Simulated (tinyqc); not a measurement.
Ion implantation: universal nuclear stopping, Lindhard-Scharff electronic stopping and a Gaussian range profile: one step, computed by the program tinyqc.

An ion slows by elastic collisions with screened nuclei and by friction with electrons; channelling is ignored and the target is uniform.

Problem. Stopping at the entry energy. Reduced energy eps = 32.53 M2 E/(Z1 Z2 (M1 + M2)(Z1^0.23 + Z2^0.23)), E in keV; s_n = ln(1 + 1.1383 eps)/(2 (eps + 0.01321 eps^0.21226 + 0.19593 eps^0.5)) for eps up to 30 and ln(eps)/(2 eps) above; S_n = 8.462 Z1 Z2 M1 s_n/((M1 + M2)(Z1^0.23 + Z2^0.23)) in 1e-15 eV cm^2. S_e = k 3.83 Z1^(7/6) Z2/(Z1^(2/3) + Z2^(2/3))^(3/2) sqrt(E/M1) in 1e-15 eV cm^2, E in keV. dE/dx = N (S_n + S_e); 1e-15 eV cm^2 = 0.1 eV nm^2.

Inputs (values chosen for the exercise, modelled on aluminium ions in diamond):
```
quantity,value,unit
ion atomic number Z1,13,-
ion mass M1,27,u
target atomic number Z2,6,-
target mass M2,12.01,u
target density N,176.3,1/nm^3
ion energy E,190,keV
scale factor of electronic stopping k,1.3,-
```

Give: reduced energy eps; s_n; S_n; S_e; energy loss dE/dx.

Solution.

reduced energy eps = 7.3616

s_n = 0.14144

S_n = 19.498 x 1e-15 eV cm^2

S_e = 60.200 x 1e-15 eV cm^2

energy loss dE/dx = 1405.1 eV/nm

Electronic stopping carries 76 % of the loss at entry.
